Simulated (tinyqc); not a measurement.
A log to judge: global model of a low-pressure process discharge: electron temperature, density, ion flux and ion energy. Computed by tinyqc. Command: `OMP_NUM_THREADS=1 python tinyqc.py 3110351 3110352 out.jsonl plasma walk`. One thread of a shared host (Intel(R) Xeon(R) Processor @ 2.30GHz), about 0.01 s of CPU time with the checks.

Maxwellian electrons with temperature T_e in eV, one positive ion, no negative ions, uniform bulk density n; rate constants have the Arrhenius form.

Inputs (values chosen for the exercise, of the order of those of an inductive discharge in a simple atomic gas):

| quantity | value | unit |
|---|---|---|
| ion mass M | 28 | u |
| ionisation prefactor K0 | 2.2e-14 | m^3/s |
| ionisation energy E_iz | 16.6 | eV |
| ion-neutral cross section | 1.1e-18 | m^2 |
| pressure p | 1.6 | Pa |
| gas temperature T_g | 300 | K |
| radius R | 13 | cm |
| height L | 7.9 | cm |
| mixing | 1 | - |

Constants: k_B = 1.380649e-23 J/K; e = 1.602176634e-19 C; u = 1.6605390666e-27 kg.

Method:
- n_g = p/(k_B T_g); lambda_i = 1/(n_g sigma); h_L = 0.86/sqrt(3 + L/(2 lambda_i)), h_R = 0.8/sqrt(4 + R/lambda_i); A_eff = 2 pi R^2 h_L + 2 pi R L h_R; d_eff = pi R^2 L/A_eff.
- Particle balance: K0 exp(-E_iz/T_e) n_g d_eff = u_B, u_B = sqrt(e T_e/M).
- Cycle: T_out = T sqrt(loss/creation) with loss/creation = u_B/(K0 exp(-E_iz/T) n_g d_eff); T -> T + mixing (T_out - T), kept between 0.3 and 60 eV, from 3 eV; stop at |T_out - T| < 1e-9 eV or after 60 steps.

Course:

| step | T (eV) | T_out (eV) | residual (eV) |
|---|---|---|---|
| 0 | 3.0000 | 2.3652 | -0.6348 |
| 1 | 2.3652 | 3.6923 | 1.3271 |
| 2 | 3.6923 | 1.8251 | -1.8672 |
| 3 | 1.8251 | 7.5429 | 5.7178 |
| 4 | 7.5429 | 1.4149 | -6.1280 |
| 5 | 1.4149 | 20.5106 | 19.0958 |
| 6 | 20.5106 | 2.4639 | -18.0467 |
| ... | ... | ... | ... |
| 53 | 2.2244 | 4.2700 | 2.0456 |
| 54 | 4.2700 | 1.6148 | -2.6552 |
| 55 | 1.6148 | 11.7030 | 10.0882 |
| 56 | 11.7030 | 1.6569 | -10.0461 |
| 57 | 1.6569 | 10.6067 | 8.9498 |
| 58 | 10.6067 | 1.5766 | -9.0300 |
| 59 | 1.5766 | 12.8636 | 11.2870 |

Can the last value be used, and what does the course show?

No. Not converged in 60 steps: the residual falls unevenly, on average by a factor of about 0.93 a step. The slope of T_out at the root is 5/4 - E_iz/(2 T_e), and the cycle needs |1 + mixing (slope - 1)| < 1. Reruns converge with mixing = 0.3; or with mixing = 0.15.
